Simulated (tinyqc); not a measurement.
Inside a calculation. Method: tight binding, honeycomb lattice. Computed by tinyqc, a small Python program that keeps every step. Settings: t1 = 1.19, t2 = 0, phi = 0, delta = 1.62, points = 5. Command: `OMP_NUM_THREADS=1 python tinyqc.py 20709 20710 out.jsonl` (the two numbers bound the seeds that draw the settings). One thread of a shared host (Intel(R) Xeon(R) Processor @ 2.60GHz), about 0.01 s of CPU time with the checks.

## Bloch Hamiltonian at k

Parameters chosen for this model:
```
parameter,value,unit
t1,1.190000,"eV, nearest"
t2,0,"eV, second neighbours"
phi,0,"rad, phase of t2 (Haldane)"
delta,1.620000,"eV, +/- on A and B"
```

k point k (fractions of the reciprocal vectors): 0.430000  -0.420000

H_AB = -t1 (1 + exp(-i k.a1) + exp(-i k.a2)); H_AA = delta - 2 t2 sum cos(k.b + phi), H_BB = -delta - 2 t2 sum cos(k.b - phi), b = a1, a2 - a1, -a2.

H(k) at k (eV):
```
,A,B
A,1.620000,0.929549-0.066610i
B,0.929549+0.066610i,-1.620000
```

## Levels at k

Diagonalise the Hermitian matrix.

eigenvalues (eV): -1.868930  1.868930

weights |c|^2 of the basis functions:
```
,band 1,band 2
A,0.066597,0.933403
B,0.933403,0.066597
```

## Bloch Hamiltonian at K

k point K (fractions of the reciprocal vectors): 0.333333  0.666667

As before.

H(k) at K (eV):
```
,A,B
A,1.620000,0.000000
B,0.000000,-1.620000
```

## Levels at K

As before.

eigenvalues (eV): -1.620000  1.620000

weights |c|^2 of the basis functions:
```
,band 1,band 2
A,0.000000,1.000000
B,1.000000,0.000000
```

## Bands along a path

The same steps at evenly spaced points between the labelled ones.

Bands along the path (eV):
```
k,band 1,band 2
G,-3.920370,3.920370
G-K 0.20,-3.733966,3.733966
G-K 0.40,-3.219764,3.219764
G-K 0.60,-2.516306,2.516306
G-K 0.80,-1.873579,1.873579
K,-1.620000,1.620000
K-M 0.20,-1.669261,1.669261
K-M 0.40,-1.779130,1.779130
K-M 0.60,-1.895554,1.895554
K-M 0.80,-1.979754,1.979754
M,-2.010099,2.010099
M-K' 0.20,-1.979754,1.979754
M-K' 0.40,-1.895554,1.895554
M-K' 0.60,-1.779130,1.779130
M-K' 0.80,-1.669261,1.669261
K',-1.620000,1.620000
```

With 1 band(s) filled, the highest filled level on these points lies at K and the lowest empty one at K: a gap of 3.2400 eV, direct.

## Chern number of the lower band

On a 5 x 5 mesh, the phase of the product of overlaps around each plaquette (k1 then k2); the sum over 2 pi is an integer.

plaquette phases (rad):
```
,1,2,3,4,5
1,0.000000,-0.073415,-0.108711,0.076776,0.047158
2,0.073415,0.000000,-0.220086,-0.166558,0.076776
3,0.108711,0.220086,0.000000,-0.220086,-0.108711
4,-0.076776,0.166558,0.220086,0.000000,-0.073415
5,-0.047158,-0.076776,0.108711,0.073415,0.000000
```

Chern number = 0.000000
